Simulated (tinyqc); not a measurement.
# Ten-year voltage from two stress tests

Inverse problem. Lifetimes follow tau = t0 exp(B/Vd). Ten years are 3.15576e8 s. Find B, t0 and the drain voltage for ten years.

lifetimes at Vd = 2.5 and 2.9 V (s): 71000  1577.40852

Solution. ln(tau) is linear in 1/Vd.

B = 69.00 V
t0 = 7.324e-8 s
ten-year voltage = 1.917 V

Program tinyqc, `OMP_NUM_THREADS=1 python tinyqc.py 2550067 2550068 out.jsonl`; Intel Xeon 2.30GHz, shared host, one thread, about 0.03 s.
